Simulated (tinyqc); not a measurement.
Single-photon avalanche diode, trigger probability and counting: one step of the calculation.

A multiplication layer of width W with the uniform field V/W; alpha = an exp(-bn/E) for electrons, beta = ap exp(-bp/E) for holes (local model, no dead space). a = alpha W, b = beta W. Electrons enter at x = 0, holes at x = W. P0 is the probability that an electron entering at 0 starts a lasting avalanche, PW the same for a hole entering at W.

Problem. Detection, dark counts, afterpulses and dead-time loss. Pm is the mean trigger probability of pairs made evenly in the layer. PDP = eta P0; dark counts Gd Pm; avalanche charge Cd Vx/q; afterpulse probability pa (Cd Vx/q) exp(-td/tt) Pm; true rate n = nph PDP + dark counts; measured n/(1 + n td) (non-paralysable) or n exp(-n td) (paralysable); recharge time Rq Cd.

Inputs (values chosen for the exercise); ionisation coefficients close to those of germanium:
```
symbol,value,unit,meaning
Vx,1.8,V,excess bias
eta,0.66,,probability that a photon makes a pair that enters the layer
Gd,94,1/s,thermal generation rate in the layer
td,10,ns,dead time
Cd,45,fF,diode capacitance
Rq,100,kohm,quench resistance
pa,1.5e-8,,trapping probability per avalanche carrier
tt,34,ns,trap release time
nph,5.5e6,1/s,photon rate
```

Constants: q = 1.602176634e-19 C. Results are converted to the units shown.

P0 = 0.77198264
Pm = 0.88627003

Give: PDP; dark counts; avalanche charge; afterpulse probability; true rate; measured, non-paralysable; measured, paralysable; recharge time.

Solution.

PDP = 0.50951
dark counts = 83.309 1/s
avalanche charge = 5.0556e5 electrons
afterpulse probability = 0.50084 %
true rate = 2.8024e6 1/s
measured, non-paralysable = 2.7260e6 1/s
measured, paralysable = 2.7249e6 1/s
recharge time = 4.5000 ns

Dead time hides 2.7 % of the events in the first model and 2.8 % in the second.

tinyqc, about 0.01 s, one thread, Intel Xeon 2.30GHz (shared host): `OMP_NUM_THREADS=1 python tinyqc.py 2630129 2630130 out.jsonl`
